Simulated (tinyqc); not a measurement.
# Band-to-band tunnelling and avalanche in a reverse-biased abrupt junction, step by step

A worked calculation. Computed by tinyqc, a small Python program that keeps every step. Command: `OMP_NUM_THREADS=1 python tinyqc.py 3002194 3002195 out.jsonl zener walk`. One thread of a shared host (Intel(R) Xeon(R) Processor @ 2.30GHz), about 0.01 s of CPU time with the checks. Intermediate numbers are printed to about 7 digits and carried at full precision; extremes and crossings named in words are read from the listed rows.

Direct Kane tunnelling in the local field (for indirect gaps the mass is an effective fit) and one ionisation coefficient for both carriers. N is the doping of the light side, or N_A N_D/(N_A + N_D) for the symmetric junction; the built-in voltage is taken as E_g/e.

Inputs (values chosen for the exercise, modelled on silicon): band gap at 300 K, E_g = 1.14 eV; gap narrowing with temperature, -dE_g/dT = 0.28 meV/K; reduced tunnelling mass m_r = 0.21 m_0; permittivity eps = 11.7; ionisation prefactor a = 1.2e+06 1/cm; ionisation field at 300 K, b = 1.67e+06 V/cm; relative rise of b with temperature = 3.2 1e-4/K; effective doping N = 6.3e+17 1/cm^3; reverse bias V_R = 1.4 V; current density that defines tunnel breakdown, J_0 = 0.1 A/cm^2; temperature T = 350 K.

Junction: symmetric.

Constants: eps_0 = 8.8541878128e-12 F/m; e = 1.602176634e-19 C; m_0 = 9.1093837015e-31 kg; hbar = 1.054571817e-34 J s.

## Junction at the given bias

E_g(T) = E_g - (T - 300 K)(-dE_g/dT); b(T) = b [1 + (rise)(T - 300 K)]; w = sqrt(2 eps eps_0 (V_R + E_g/e)/(e N)); F_m = 2 (V_R + E_g/e)/w; the field falls linearly from F_m to 0 on both sides.

E_g(T) = 1.126 eV

depletion width w = 72.00680 nm

peak field F_m = 0.7016004 MV/cm

shortest tunnelling distance E_g/(e F_m) = 16.04902 nm

## Kane coefficients and peak generation rate

Kane: G(F) = A F^2 exp(-B/F), A = e^2 sqrt(m_r)/(18 pi hbar^2 sqrt(E_g)), B = pi sqrt(m_r) E_g^(3/2)/(2 e hbar), SI units; J = e int G dx x V_R/(V_R + E_g/e), the last factor making J vanish at zero bias; int G dx = (w/F_m) int_0^F_m G dF by 64 Gauss-Legendre points.

A = 4.203159e+20 1/(cm s V^2)

B = 31.15736 MV/cm

B/F_m = 44.40898

G(F_m) = 1.069500e+13 1/(cm^3 s)

## Tunnel current and multiplication

Avalanche: I = (w/F_m) int_0^F_m a exp(-b/F) dF by 64 Gauss-Legendre points, M = 1/(1 - I), breakdown at I = 1.

tunnel current density = 1.414974e-13 A/cm^2

ionisation integral I = 0.1896277

The estimate e G(F_m) w (F_m/B) V_R/(V_R + E_g/e), which keeps only the region near the peak, gives 1.54e-13 A/cm^2.

## Which breakdown comes first?

V_Z solves J = J_0 and V_A solves I = 1; the lower one is the breakdown voltage; temperature coefficients by a central difference of +/- 10 K.

tunnel breakdown V_Z = 10.61291 V

avalanche breakdown V_A = 5.362135 V

breakdown voltage = 5.362135 V

dV_Z/dT = -7.480058 mV/K

dV_A/dT = 3.032447 mV/K

Avalanche comes first, at 4.8 E_g/e. V_Z falls on heating because the gap shrinks, and V_A rises because carriers lose more energy to phonons. Caution: V_A is below about 5 E_g/e, where the local law understates it, since it ignores the distance a carrier needs to reach the ionisation energy.

## Against the doping

The formulas are those given above.

Breakdown:
```
N (1/cm^3)       V_Z (V)   V_A (V)  F_m at breakdown (MV/cm)       first
1.30e+16    4.183017e+02  47.09141                  0.440328   avalanche
3.20e+16    1.808651e+02  26.48677                  0.522797   avalanche
7.60e+16    8.067836e+01  15.75867                  0.630022   avalanche
1.90e+17    3.404329e+01   9.49337                  0.790004   avalanche
3.80e+17    1.749646e+01   6.71858                  0.960240   avalanche
6.30e+17    1.061291e+01   5.36213                  1.124432   avalanche
1.30e+18    4.967507e+00   4.08926                  1.448147   avalanche
3.20e+18    1.624386e+00   3.28932                  1.649965  tunnelling
7.60e+18    2.642303e-01   3.16835                  1.807811  tunnelling
```

The mechanism changes between 1.30e18 and 3.20e18 per cm^3. Across the table V_Z + E_g/e scales as N^-0.90 and V_A as N^-0.42: tunnelling needs a nearly fixed field, while avalanche in a thinner layer needs a higher one. Rows with V_Z below E_g/e understate it, since the local Kane formula overestimates the current there. Rows with V_A below about 5 E_g/e understate it, since the local law ignores the distance a carrier needs to reach the ionisation energy; silicon and germanium junctions change over near 4 to 6 E_g/e.

Checks made by the program: field integral against adaptive quadrature in x (relative difference below 1e-10).
